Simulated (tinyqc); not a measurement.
# Bulk resistivity and mean free path from two films

Question. In the thick-film limit single-crystal films obey rho = rho0 (1 + 3 (1 - ps) lam/(8 d)). Find rho0, lam and the product rho0 lam.

Values chosen for this exercise: specular share of surface scattering ps = 0.

rho at d = 84 and 300 nm (uohm cm): 2.0020536  1.7845750

Answer. rho is a straight line in 1/d: the intercept is rho0 and the slope (3/8)(1 - ps) rho0 lam. Without ps only the product (1 - ps) lam could be found.

rho0 = 1.700 uohm cm
lam = 39.80 nm
rho0 lam = 67.66 uohm cm nm

Numbers from tinyqc (`OMP_NUM_THREADS=1 python tinyqc.py 2100123 2100124 out.jsonl`; about 0.01 s on one thread of a shared Intel Xeon 2.30GHz).
